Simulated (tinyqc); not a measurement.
# Worked calculation: on-chip interconnect, size-dependent resistivity and RC delay

tinyqc, about 0.01 s, one thread, Intel Xeon 2.30GHz (shared host): `OMP_NUM_THREADS=1 python tinyqc.py 2100165 2100166 out.jsonl` Printed values are rounded.

A rectangular line between two neighbours and two ground planes. Surface and grain-boundary scattering are added to the bulk resistivity as corrections; capacitances are parallel-plate values without fringing; inductance is ignored.

Inputs (values chosen for the exercise); metal values close to those of tungsten: bulk resistivity rho0 = 5.19 uohm cm; bulk mean free path lam = 15.2 nm; specular share of surface scattering ps = 0.2; reflection coefficient of grain boundaries Rg = 0.35; grain size over the metal width gr = 2; drawn line width wd = 32 nm; aspect ratio, height over width AR = 1.5; liner on both walls and the bottom, not conducting tl = 1 nm; space to the neighbouring lines sp = 32 nm; dielectric height to the planes above and below hd = 35 nm; relative permittivity of the dielectric ek = 2.7; Miller factor of the neighbours Mf = 2; line length Lw = 71 um; driver resistance Rd = 13000 ohm; load capacitance Cl = 1.5 fF; time step dt = 54 ps.

Constants: eps0 = 8.8541878128e-12 F/m. Results are converted to the units shown.

## Resistivity, resistance and capacitance per length

Metal width x = wd - 2 tl, height y = AR wd - tl; grain boundaries (Mayadas-Shatzkes): al = (lam/(gr x)) Rg/(1 - Rg), g = 1/[1 - 3 al/2 + 3 al^2 - 3 al^3 ln(1 + 1/al)] - 1; surfaces (Fuchs-Sondheimer, thick limit): s = (3/8) lam (1 - ps)(1/x + 1/y); rho = rho0 (1 + g + s); r = rho/(x y); c = eps0 ek (2 wd/hd + 2 Mf AR wd/sp).

x = 30 nm
y = 47 nm
al = 0.136410
g = 0.197512
s = 0.249021
rho = 7.50751 uohm cm
r = 53.2447 ohm/um
c = 0.187152 fF/um

rho is 1.45 times the bulk value; surfaces add more (0.249 against 0.198). The liner takes 8.20 % of the cross-section.

## Ladder and Elmore delays

4 equal pi sections: series Rs = r Lw/4; node capacitances c Lw/4, halved at nodes 0 and 4, with Cl added to node 4; Rd feeds node 0. Elmore delay of node k: the sum, over the resistors on the path to k, of resistance times all capacitance downstream of it.

Rs = 945.094 ohm

```
node   C (fF)  Elmore delay (ps)
0     1.66098            192.242
1     3.32195            204.648
2     3.32195            213.914
3     3.32195            220.041
4     3.16098            223.029
```

The far-end value equals Rd (c Lw + Cl) + r Lw (c Lw/2 + Cl) for any number of pi sections; the line resistance contributes 13.8 % of it.

## Step 1: node voltages after a time step

v at t = 0, node 0 to 4 (V): [0, 0, 0, 0, 0]

A 1 V step is applied behind Rd at t = 0. C dv/dt = -G v + b, with G the conductance matrix of the ladder (1/Rs between neighbours, 1/Rd added at node 0) and b = (1 V/Rd, 0, ...). Trapezoidal step: (C/dt + G/2) v(new) = (C/dt - G/2) v + b.

v at t = 1 dt, node 0 to 4 (V): [0.376239, 0.280067, 0.216461, 0.178025, 0.160290]

## Step 2: node voltages after a time step

As before.

v at t = 2 dt, node 0 to 4 (V): [0.403401, 0.412433, 0.404290, 0.392818, 0.385622]

## Course in time

A 1 V step is applied behind Rd at t = 0. C dv/dt = -G v + b, with G the conductance matrix of the ladder (1/Rs between neighbours, 1/Rd added at node 0) and b = (1 V/Rd, 0, ...). Trapezoidal step: (C/dt + G/2) v(new) = (C/dt - G/2) v + b. The last column solves the same ladder exactly by its modes.

Voltages (V):
```
t (ps)  node 0  node 2  node 4  node 4, exact
54.00   0.3762  0.2165  0.1603         0.1867
108.0   0.4034  0.4043  0.3856         0.3687
162.0   0.6249  0.5254  0.5042         0.5100
216.0   0.6395  0.6449  0.6251         0.6196
270.0   0.7778  0.7126  0.7059         0.7047
324.0   0.7795  0.7883  0.7722         0.7708
378.0   0.8706  0.8260  0.8250         0.8221
432.0   0.8634  0.8738  0.8619         0.8619
486.0   0.9263  0.8947  0.8957         0.8928
540.0   0.9140  0.9248  0.9164         0.9168
594.0   0.9593  0.9362  0.9377         0.9354
648.0   0.9450  0.9552  0.9495         0.9499
```

The far end of the ladder reaches 0.5 V at 157.7 ps, 0.707 of its Elmore delay (ln 2 = 0.693 for a single pole); the slowest mode has a time constant of 213.2 ps. The largest error of the trapezoidal steps at that node is 26 mV. Node 0 swings up and down from step to step: the trapezoidal rule does not damp modes much faster than dt, so these swings are numerical.
